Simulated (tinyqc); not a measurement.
Sheet resistance and Hall data of a diffused or implanted layer: one step, computed by the program tinyqc.

Carriers are taken equal to the net active doping down to the junction (full ionisation, which deep dopants in wide-gap hosts do not reach; no spill-over, no depletion), and the Hall factor is 1.

Task: Profile. N(x) = N_0 exp(-x^2/l^2), dose N_0 l sqrt(pi)/2, junction x_j = l sqrt(ln(N_0/N_B)). Mobility mu = mu_min + (mu_max - mu_min)/(1 + (N_t/N_ref)^alpha), N_t = active doping + N_B; carriers n = active doping - N_B, all dopants active. sigma = e n mu.

Inputs (values chosen for the exercise, modelled on aluminium in 4H-SiC):
```
quantity,value,unit
mu_min,15.6,cm^2/(V s)
mu_max,123,cm^2/(V s)
N_ref,1.8e+19,1/cm^3
exponent alpha,0.34,-
peak concentration N_0,3.4e+18,1/cm^3
length scale l,33,nm
background doping N_B (opposite type),2.2e+16,1/cm^3
```

Profile: Gaussian at the surface. Activation: complete.

Constants: e = 1.602176634e-19 C.

Give: Depth, doping, carriers, mobility and conductivity at 2, 10, 20, 35, 50, 65, 80, 90 and 98 % of the layer.

Result:

Depth, doping, carriers, mobility and conductivity at 2, 10, 20, 35, 50, 65, 80, 90 and 98 % of the layer:
```
x (nm),N (1/cm^3),n (1/cm^3),mu (cm^2/(V s)),sigma (S/cm)
1.48,3.393e+18,3.371e+18,84.1,4.541e+01
7.41,3.233e+18,3.211e+18,84.5,4.346e+01
14.82,2.779e+18,2.757e+18,85.7,3.787e+01
25.93,1.834e+18,1.812e+18,89.1,2.585e+01
37.04,9.643e+17,9.423e+17,93.8,1.417e+01
48.16,4.042e+17,3.822e+17,99.5,6.093e+00
59.27,1.350e+17,1.130e+17,105.1,1.904e+00
66.68,5.732e+16,3.532e+16,108.3,6.131e-01
72.61,2.686e+16,4.860e+15,110.3,8.589e-02
```

The mobility varies by a factor 1.3 across these points and the conductivity by 529.
